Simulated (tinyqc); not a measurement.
Effect of the position of a charge sheet.

One sheet of -6.7e11 cm^-2 lies at the depth x from the gate; it shifts Vfb by -(q/eps0) Q s, with s = x/e2 in layer 2 and t2/e2 + (x - t2)/e1 in layer 1, and it induces the share s/(t1/e1 + t2/e2) of its image in the semiconductor.

Parameters, values chosen for the exercise:
- t1 = 0.7 nm (thickness of layer 1, next to the semiconductor)
- e1 = 4.02 (relative permittivity of layer 1)
- t2 = 5.7 nm (thickness of layer 2, next to the gate)
- e2 = 22.7 (relative permittivity of layer 2)

Constants: q = 1.602176634e-19 C, eps0 = 8.8541878128e-14 F/cm where lengths are in cm. Results are converted to the units shown.

Effect of the position of a charge sheet:
```
x (nm)	shift (mV)	image in the semiconductor (%)
0	0	0
0.8	4.273	8.288
1.6	8.545	16.58
2.4	12.82	24.86
3.2	17.09	33.15
4	21.36	41.44
4.8	25.64	49.73
5.6	29.91	58.01
6.4	51.55	100.0
```

The shift grows from 0 at the gate to 51.6 mV at the semiconductor, by 5.34 mV/nm in layer 2 and 30.2 mV/nm in layer 1, the ratio of the permittivities. A sheet between the layers has 59.1 % of its full effect.

Program tinyqc, `OMP_NUM_THREADS=1 python tinyqc.py 2010024 2010025 out.jsonl`; Intel Xeon 2.30GHz, shared host, one thread, about 0.01 s.
